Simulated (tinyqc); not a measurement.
From gamma_th at V0 back to Grueneisen parameter gamma_TA: quasi-harmonic thermal expansion with mode Grueneisen parameters. Computed by tinyqc, a small Python program. Command: `OMP_NUM_THREADS=1 python tinyqc.py 3031269 3031270 out.jsonl qha inv`. One thread of a shared host (Intel(R) Xeon(R) Processor @ 2.30GHz), about 0.07 s of CPU time with the checks.

A crystal with two atoms a cell; per atom there are 1 transverse acoustic (TA), 1/2 longitudinal acoustic (LA) and 3/2 optical (O) modes. Every frequency of group i scales as nu_i (V/V0)^(-gamma_i). Each group has one frequency. Static energy: E = (9 V0 B0/16) [y^3 B' + y^2 (2 - 4 y)], y = (V0/V)^(2/3) - 1, with pressure P_s = (3 B0/2) (z^7 - z^5) [1 + (3/4)(B' - 4)(z^2 - 1)], z = (V0/V)^(1/3).

Inputs (values chosen for the exercise, for a model crystal):
```
quantity                       value             unit
static volume V0                25.9  angstrom^3/atom
static bulk modulus B0          68.7              GPa
frequency nu_TA                 6.18              THz
frequency nu_LA                 9.51              THz
frequency nu_O                  19.1              THz
Grueneisen parameter gamma_LA    1.9                -
Grueneisen parameter gamma_O     1.1                -
temperature T                     30                K
```

Acoustic groups: Einstein.

Constants: h x 1 THz = 4.135667696 meV; k_B = 8.617333262e-05 eV/K; 1 eV/angstrom^3 = 160.2176634 GPa.

Method:
- For a mode with x = h nu/(k_B T), n = 1/(exp(x) - 1): U = h nu (n + 1/2), C/k_B = x^2 n (n + 1); U_i and C_i sum these over group i with its weight per atom.
- Phonon pressure P_ph = sum_i gamma_i U_i/V.
- gamma_th = sum gamma_i C_i / sum C_i; volume expansion coefficient alpha_V = gamma_th C k_B/(B0 V0); linear coefficient alpha_V/3; first-order volume change P_ph/B0.

Question. A run gave the result below. Find the Grueneisen parameter gamma_TA, known to lie between -2.7 and -0.95.

gamma_th at V0 = -1.584957

Answer.

Each step takes the trial c = (a f_b - b f_a)/(f_b - f_a), f being the result less the target; c replaces end b, the old b replaces a if the sign of f changed, and otherwise f_a is halved.

Scan of the range:
```
Grueneisen parameter gamma_TA  gamma_th at V0
-2.70                                -2.67370
-2.41                                -2.38535
-2.12                                -2.09701
-1.83                                -1.80867
-1.53                                -1.51039
-1.24                                -1.22204
-0.95                                -0.93370
```

False position (Illinois rule) inside the bracket:
```
step  end a  end b     trial  gamma_th at V0
1     -1.83  -1.53  -1.60500       -1.584957
```

gamma_th at V0 rises at every point of a 13-point scan of the range (every second point is shown), so one value fits; it is bracketed by -1.83 and -1.53. The scan shows a straight line, so linear interpolation between any two rows gives the answer at once. Answer: Grueneisen parameter gamma_TA = -1.605.
